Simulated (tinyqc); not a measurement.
Leaving out one process at a time: Debye-Callaway model of lattice thermal conductivity. Computed by tinyqc, a small Python program. Command: `OMP_NUM_THREADS=1 python tinyqc.py 3006870 3006871 out.jsonl callaway walk`. One thread of a shared host (Intel(R) Xeon(R) Processor @ 2.30GHz), about 0.01 s of CPU time with the checks.

Three acoustic branches with one velocity v, cut at omega_D = k_B Theta/hbar; x = hbar omega/(k_B T). v and Theta are separate inputs: Theta cuts off the heat-carrying modes, so C need not reach 3 k_B/V. gamma is an effective value that sets the umklapp rate.

Inputs (values chosen for the exercise, for a model crystal): sound velocity v = 2800 m/s; Debye temperature Theta = 198 K; volume per atom V = 28.7 angstrom^3; mean atomic mass M = 151 u; effective Grueneisen parameter gamma = 1.36; umklapp exponent divisor b = 2; vacancy fraction n_v = 0.00021; Casimir length L = 60 micrometre; normal-process factor f_N = 2.1; temperature T = 400 K.

Sample: crystal. Point defects: vacancies. Normal processes: included.

Constants: k_B = 1.380649e-23 J/K; hbar = 1.054571817e-34 J s; u = 1.6605390666e-27 kg.

Method:
- A vacancy counts as a mass defect Delta M/M = -3 (the missing mass and twice its bonds), so Gamma = 9 n_v. A = V Gamma/(4 pi v^3).
- Rates: point defects A omega^4; umklapp B omega^2 T exp(-Theta/(b T)) with B = hbar gamma^2/(M v^2 Theta); normal processes f_N B omega^2 T (T/Theta)^2. Boundaries: v/L.
- kappa_1 = c int tau_C g dx, g = x^4 e^x/(e^x - 1)^2, c = (k_B/(2 pi^2 v)) (k_B T/hbar)^3, over 0 < x < min(Theta/T, 40), by 96 Gauss-Legendre points in s with x = x_max s^2; 1/tau_C = 1/tau_R + 1/tau_N; kappa_2 = c [int (tau_C/tau_N) g dx]^2 / int (tau_C/(tau_N tau_R)) g dx; kappa = kappa_1 + kappa_2.

Rayleigh coefficient A = 1.96635e-43 s^3

Conductivity at T:
```
case                   kappa (W/(m K))  ratio to all
all processes                   15.928             1
without point defects           24.240        1.5218
without boundaries              15.969        1.0026
without umklapp                 40.186        2.5229
```

What follows from these numbers?

Removing umklapp raises kappa most, by a factor 2.52; removing boundaries gives only 1.00.
